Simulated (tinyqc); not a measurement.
# Pillar capacitor in an array: capacitance, non-linearity, leakage and relaxation: effects of single changes

A film between two metal electrodes, each interface adding a series capacitance ci. The small-signal permittivity is ek (1 + aq E^2); the field is found with the linear permittivity. Leakage J = J0 sinh(E/Ef). After a voltage step the film passes a relaxation current kr C V tt^(-nr), tt being the time in seconds. The sidewall is a coaxial capacitor with radii a = dm/2 and b = dm/2 + t, depth AR dm; the end face is left out.

Values chosen for this exercise; permittivity of the order of that of zirconium oxide:
```
symbol,value,unit,meaning
ek,36.7,,relative permittivity of the film
t,25,nm,film thickness
ci,270,uF/cm^2,capacitance of each electrode interface (dead layer and screening)
aq,0.017,cm^2/MV^2,quadratic field coefficient of the permittivity
V,2.4,V,bias
nr,0.957,,exponent of the relaxation current
kr,0.0012,,strength of the relaxation
J0,2.1e-10,A/cm^2,leakage prefactor
Ef,0.36,MV/cm,field for an e-fold rise of the leakage
dm,250,nm,diameter of the pillar
pt,460,nm,pitch of the square array
rho,200,uohm cm,resistivity of the inner electrode
t0,1e-7,s,duration of the write pulse
```

Constants: eps0 = 8.8541878128e-14 F/cm where lengths are in cm. Results are converted to the units shown.

Each table varies one quantity; the others keep the values above.

## Capacitance, non-linearity and leakage against thickness

Planar film: Cf = eps0 ek/t, 1/C = 1/Cf + 2/ci, EOT = 3.9 eps0/C, effective permittivity C t/eps0, E = (V/t) C/Cf; quadratic coefficient [C(V)/C - 1]/V^2 with Cf (1 + aq E^2) in C(V).

Result of one run:
```
t (nm)  C (uF/cm^2)  EOT (nm)  effective permittivity  E (MV/cm)  quadratic coefficient (ppm/V^2)  J (A/cm^2)
14            2.282     1.513                   36.08      1.685                             8234    1.133e-8
```

What becomes of these results when the film thickness t is changed from 14 to 11 nm, all else the same?

Result of the changed run:
```
t (nm)  C (uF/cm^2)  EOT (nm)  effective permittivity  E (MV/cm)  quadratic coefficient (ppm/V^2)  J (A/cm^2)
11            2.891     1.195                   35.91      2.135                          1.314e4    3.953e-8
```

The whole series:
```
t (nm)  C (uF/cm^2)  EOT (nm)  effective permittivity  E (MV/cm)  quadratic coefficient (ppm/V^2)  J (A/cm^2)
6.1           5.125    0.6738                   35.31      3.785                          4.031e4    3.867e-6
8.1           3.896    0.8863                   35.64      2.877                          2.364e4    3.108e-7
11            2.891     1.195                   35.91      2.135                          1.314e4    3.953e-8
14            2.282     1.513                   36.08      1.685                             8234    1.133e-8
19            1.689     2.045                   36.24      1.247                             4533    3.354e-9
25            1.287     2.682                   36.35     0.9508                             2643    1.466e-9
34           0.9490     3.639                   36.44     0.7009                             1440   7.208e-10
45           0.7183     4.808                   36.50     0.5305                            826.2   4.343e-10
60           0.5394     6.402                   36.55     0.3984                            466.6   2.828e-10
```

C falls from 5.12 to 0.539 uF/cm^2 while the effective permittivity goes from 35.3 to 36.6 (ek = 36.7). EOT is a straight line in t with slope 3.9/ek = 0.106 and intercept 0.0256 nm. The quadratic coefficient goes as t^(-1.88) between the first two rows and t^(-1.99) between the last two (-2 without interfaces), and J falls by 4.14 decades.

## Cell against the aspect ratio

Per length 1/c = ln(b/a)/(2 pi eps0 ek) + (1/a + 1/b)/(2 pi ci); cell capacitance c AR dm; per footprint over pt^2; fields c V/(2 pi eps0 ek r) at r = a and b; resistance of the inner electrode rho AR dm/(pi a^2); time constant R C/3 of the distributed line.

The same in every row: field at a (MV/cm) = 1.043; field at b (MV/cm) = 0.8692.

Results:
```
AR   cell capacitance (fF)  per footprint (uF/cm^2)  R (kohm)  R C/3 (ps)
5                    13.86                    6.552   0.05093      0.2354
10                   27.73                    13.10    0.1019      0.9414
20                   55.46                    26.21    0.2037       3.766
30                   83.18                    39.31    0.3056       8.473
70                   194.1                    91.73    0.7130       46.13
100                  277.3                    131.0     1.019       94.14
```

Estimate the missing row, AR = 50.

Computed row:
```
AR  cell capacitance (fF)  per footprint (uF/cm^2)  R (kohm)  R C/3 (ps)
50                  138.6                    65.52    0.5093       23.54
```

With this row back in the table: As AR goes from 5 to 100, the cell capacitance rises from 13.9 to 277 fF, the capacitance per footprint rises from 6.55 to 131 uF/cm^2, the ratio of the two fields stays at 1.20 and R C/3 rises from 0.235 to 94.1 ps; the time constant goes as AR^(2.00) between the first two rows and AR^(2.00) between the last two.

## Charge lost after writing

Planar film: Cf = eps0 ek/t, 1/C = 1/Cf + 2/ci, EOT = 3.9 eps0/C, effective permittivity C t/eps0, E = (V/t) C/Cf. A capacitor written for t0 and then left open loses, as a share of C V, kr (tt^(1 - nr) - t0^(1 - nr))/(1 - nr) by relaxation and J tt/(C V) by leakage; both are taken as small, and rows far outside that range are left out.

The same in every row: leakage current (nA/cm^2) = 1.4657.

Result of one run:
```
tt (s)  relaxation current (nA/cm^2)  loss by relaxation (%)  loss by leakage (%)  total loss (%)
1e-5                        2.2600e5                 0.30559            4.7438e-7         0.30559
```

What becomes of these results when the time since the start of the write pulse tt is changed from 1e-5 to 10 s, all else the same?

Result of the changed run:
```
tt (s)  relaxation current (nA/cm^2)  loss by relaxation (%)  loss by leakage (%)  total loss (%)
10                           0.40936                  1.6857              0.47438          2.1601
```

The whole series:
```
tt (s)  relaxation current (nA/cm^2)  loss by relaxation (%)  loss by leakage (%)  total loss (%)
1e-6                        2.0469e6                 0.14524            4.7438e-8         0.14524
1e-5                        2.2600e5                 0.30559            4.7438e-7         0.30559
0.0001                         24952                 0.48263            4.7438e-6         0.48263
0.001                         2754.9                 0.67810            4.7438e-5         0.67814
0.01                          304.16                 0.89391            4.7438e-4         0.89438
0.1                           33.582                  1.1322            0.0047438          1.1369
1                             3.7077                  1.3953             0.047438          1.4427
10                           0.40936                  1.6857              0.47438          2.1601
100                         0.045197                  2.0064               4.7438          6.7502
```

The two currents are equal at tt = 2.64 s. The loss by relaxation grows from 0.145 to 2.01 %, by 0.160 points over the first decade and 0.321 over the last, while the loss by leakage grows tenfold a decade. Leakage is the larger loss for tt = 100 s. For tt = 100 the falling voltage would already cut the leakage, so the linear estimate overstates the loss.

Computed by the program tinyqc: `OMP_NUM_THREADS=1 python tinyqc.py 2102179 2102180 out.jsonl`, one thread of a shared Intel Xeon 2.30GHz, about 0.01 s for the whole run.
